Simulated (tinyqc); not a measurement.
# Changing the total solute fraction x0

Model: equilibrium and kinetic segregation of a solute to boundaries and growing surfaces. Computed by tinyqc, a small Python program. Command: `OMP_NUM_THREADS=1 python tinyqc.py 3007688 3007689 out.jsonl segreg sweep`. One thread of a shared host (Intel(R) Xeon(R) Processor @ 2.30GHz), about 0.01 s of CPU time with the checks.

Inputs (values chosen for the exercise, for a model alloy):

| quantity | value | unit |
|---|---|---|
| segregation energy Q | 0.236 | eV |
| temperature T | 925 | K |
| grain size d | 340 | nm |
| boundary thickness delta | 0.7 | nm |
| atomic volume Omega | 20.1 | angstrom^3 |
| clean boundary energy gamma_0 | 0.42 | J/m^2 |

Isotherm: Langmuir-McLean.

Constants: k_B = 8.617333262e-05 eV/K; 1 eV/angstrom^2 = 16.02176634 J/m^2.

Method:
- With theta the solute fraction on boundary sites and x that in the grains, theta/(1 - theta) = [x/(1 - x)] exp[Q/(k_B T)].
- The coverage theta_inf is that for x = x0.
- Finite grains: boundary sites are the fraction f = 3 delta/d, and x0 = (1 - f) x + f theta; solve both equations for theta; share at boundaries = f theta/x0.
- Gibbs adsorption for this isotherm in a dilute matrix: gamma = gamma_0 + Gam_0 [k_B T ln(1 - theta)], Gam_0 = delta/Omega sites per area.

One run for each value:

| total solute fraction x0 | coverage theta_inf | coverage theta | fraction x left in the grains | boundary energy gamma (J/m^2) |
|---|---|---|---|---|
| 1.00e-05 | 1.9308e-04 | 1.7347e-04 | 8.9841e-06 | 0.41992 |
| 2.90e-05 | 5.5975e-04 | 5.0292e-04 | 2.6055e-05 | 0.41978 |
| 8.40e-05 | 1.6197e-03 | 1.4556e-03 | 7.5476e-05 | 0.41935 |
| 2.40e-04 | 4.6146e-03 | 4.1493e-03 | 2.1570e-04 | 0.41815 |
| 7.10e-04 | 1.3535e-02 | 1.2191e-02 | 6.3865e-04 | 0.41454 |
| 2.10e-03 | 3.9053e-02 | 3.5340e-02 | 1.8934e-03 | 0.40400 |
| 5.90e-03 | 1.0283e-01 | 9.4127e-02 | 5.3517e-03 | 0.37603 |
| 1.70e-02 | 2.5036e-01 | 2.3486e-01 | 1.5646e-02 | 0.30094 |
| 5.00e-02 | 5.0407e-01 | 4.8932e-01 | 4.7270e-02 | 0.12112 |

Describe and explain the trends.

Over the rows, coverage theta_inf rises from 1.93e-4 to 0.504 (exponent d ln y / d ln x 1.00 between the first rows and 0.65 between the last); coverage theta rises from 1.73e-4 to 0.489 (exponent d ln y / d ln x 1.00 between the first rows and 0.68 between the last); fraction x left in the grains rises from 8.98e-6 to 0.0473 (exponent d ln y / d ln x about 1.0 throughout). At the low end the exponent of coverage theta_inf is 1.00, close to 1: Henry's-law regime. The exponent of fraction x left in the grains stays between 1.00 and 1.02, near 1: x in the grains is proportional to x0.

Caution (rows 0.00590, 0.0170, 0.0500): so much solute in the grains may exceed the solubility and is no longer dilute.

Extremes, crossings and ranges named in words are read from the listed rows.
